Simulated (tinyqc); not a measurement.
From one set of inputs to another, one input at a time: grain-boundary trapping model (Seto) of a polycrystalline semiconductor film. Computed by tinyqc, a small Python program. Command: `OMP_NUM_THREADS=1 python tinyqc.py 3031553 3031554 out.jsonl poly ladder`. One thread of a shared host (Intel(R) Xeon(R) Processor @ 2.30GHz), about 0.01 s of CPU time with the checks.

Grains of equal size L are joined by thin boundaries with one trap level. Trapped carriers deplete a width W on each side and raise a barrier, crossed by thermionic emission. Dopants are fully ionised, statistics are non-degenerate and mu_g does not depend on T.

The inputs printed are set A. Set A is modelled on polycrystalline ZnO; the values taken over come from a set modelled on polycrystalline SiGe. Inputs not listed in the table keep their values of set A, so the rows need not describe a real material.

Inputs (values chosen for the exercise, modelled on polycrystalline ZnO): permittivity eps = 8.3; effective mass m = 0.29 m_0; effective density of states at 300 K, N_c = 3.7e+18 1/cm^3; grain size L = 160 nm; trap density Q_t = 6e+12 1/cm^2; trap level E_t below the band edge = 0.37 eV; doping N = 1.8e+17 1/cm^3; mobility inside the grains mu_g = 120 cm^2/(V s); temperature T = 300 K.

Grain interior: resistance included.

Constants: k_B = 8.617333262e-05 eV/K; e = 1.602176634e-19 C; eps_0 = 8.8541878128e-12 F/m; m_0 = 9.1093837015e-31 kg; k_B = 1.380649e-23 J/K.

Method. N_c(T) = N_c (T/300 K)^(3/2). Filled traps Q = Q_t/(1 + (1/2) exp((E_t* - E_F)/k_B T)), where E_t* = e V_B - E_t and E_F are counted from the band edge at the grain centre. Partial depletion: Q = 2 N W, V_B = e N W^2/(2 eps eps_0), E_F = k_B T ln(N/N_c); solve for W. If that W would exceed L/2 the grain is fully depleted: W = L/2, Q = N L, and E_F follows from the trap equation. Centre density n_0 = N_c exp(E_F/k_B T). Boundary: sigma_b = L e^2 n_0 exp(-e V_B/k_B T)/sqrt(2 pi m k_B T); drift through the grain, depleted parts included: rho_g = [(1 - 2W/L) + (2W/L) int_0^1 exp(y^2 s^2) ds]/(e n_0 mu_g); rho = 1/sigma_b + rho_g. Mean carrier density n_av = n_0 [(1 - 2W/L) + (2W/L) (sqrt(pi)/2) erf(y)/y], y = sqrt(e V_B/k_B T); effective mobility 1/(e n_av rho).

Each row keeps all changes above it:
```
input moved                                      from     to  resistivity rho (ohm cm)  effective mobility (cm^2/(V s))  mean carrier density (1/cm^3)
set A                                               -      -                8.2876e+03                       6.8801e-03                     1.0946e+17
mobility inside the grains mu_g (cm^2/(V s))      120    220                6.9772e+03                       8.1722e-03                     1.0946e+17
effective mass m (m_0)                           0.29   0.28                6.8832e+03                       8.2838e-03                     1.0946e+17
trap level E_t below the band edge (eV)          0.37   0.34                2.3121e+03                       2.3787e-02                     1.1348e+17
permittivity eps                                  8.3   13.5                1.8063e+03                       3.5742e-02                     9.6676e+16
doping N (1/cm^3)                             1.8e+17  3e+16                1.6913e+04                       2.0527e+01                     1.7978e+13
temperature T (K)                                 300    250                2.6151e+05                       9.7945e+00                     2.4368e+12
grain size L (nm)                                 160    180                1.8750e+05                       2.7638e+00                     1.2045e+13
```

Resistivity rho goes from 8290 to 187000, a factor 22.6 in all. The largest single move comes from temperature T (a factor 15.5), and trap level E_t below the band edge works against it (a factor 0.336). Effective mobility goes from 0.00688 to 2.76, a factor 402 in all. The largest single move comes from doping N (a factor 574), and grain size L works against it (a factor 0.282). Mean carrier density goes from 1.09e17 to 1.20e13, a factor 1.10e-4 in all. The largest single move comes from doping N (a factor 1.86e-4), and grain size L works against it (a factor 4.94). The single moves hold for this order of the switches; the total does not depend on the order.

Extremes, crossings and ranges named in words are read from the listed rows.
